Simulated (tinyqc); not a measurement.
# Changing the well width w

Model: interdiffusion of a quantum well during annealing: blurred potential and shift of the confined levels. Computed by tinyqc, a small Python program. Command: `OMP_NUM_THREADS=1 python tinyqc.py 3002341 3002342 out.jsonl qwi sweep`. One thread of a shared host (Intel(R) Xeon(R) Processor @ 2.30GHz), about 0.09 s of CPU time with the checks.

A square well of width w is blurred by Fick diffusion with a constant coefficient; band offsets are linear in composition, masses are uniform, and strain and excitons are ignored.

Inputs (values chosen for the exercise, modelled on GaAs in AlGaAs):
```
quantity,value,unit
electron mass m_e,0.0672,m_0
hole mass m_h,0.401,m_0
conduction offset V_c,0.28,eV
valence offset V_v,0.12,eV
prefactor D0,11,cm^2/s
activation energy E,3.73,eV
anneal temperature T,870,C
anneal time t,36,s
```

Constants: k_B = 8.617333262e-05 eV/K; hbar^2/(2 m_0) = 3.80998212 eV angstrom^2.

Method:
- D = D0 exp(-E/(k_B T)); L = sqrt(D t); share of well material at the centre erf(w/(4L)); 1 nm = 1e-7 cm.
- Temperatures in kelvin are T(C) + 273.15.
- With L = sqrt(D t) and the share at the centre erf(w/(4L)). After the anneal: V(z) = V {1 - (1/2)[erf((w/2 - z)/(2L)) + erf((w/2 + z)/(2L))]}, energies counted from the original well bottom. Finite differences on 3000 points over |z| < w/2 + 6L + 25 nm; shifts are taken against the same grid with cell-averaged square steps.
- Rise of the bottom = V (1 - share at the centre). Overlap = |<electron|hole>|^2.

One run for each value:
```
well width w (nm),blue shift of the transition (meV),shift of the electron level (meV),shift of the hole level (meV),share at the centre
1.5,46.789,22.874,23.916,0.34332
3.3,78.320,47.164,31.155,0.67189
5.1,63.734,41.841,21.893,0.86930
6.9,43.327,29.971,13.356,0.95912
8.8,27.736,19.927,7.808,0.99089
11.0,16.958,12.551,4.407,0.99888
12.0,13.773,10.296,3.477,0.99962
14.0,9.370,7.113,2.257,0.99997
16.0,6.620,5.082,1.538,1.00000
```

Over the rows, blue shift of the transition (meV) goes from 46.8 through a maximum among these rows, 78.3 at 3.30, to 6.62; shift of the electron level (meV) goes from 22.9 through a maximum among these rows, 47.2 at 3.30, to 5.08; shift of the hole level (meV) goes from 23.9 through a maximum among these rows, 31.2 at 3.30, to 1.54. A wide well keeps its centre and its states away from the edges; a very thin one has levels already near the barrier, with little room to move.

Extremes, crossings and ranges named in words are read from the listed rows.
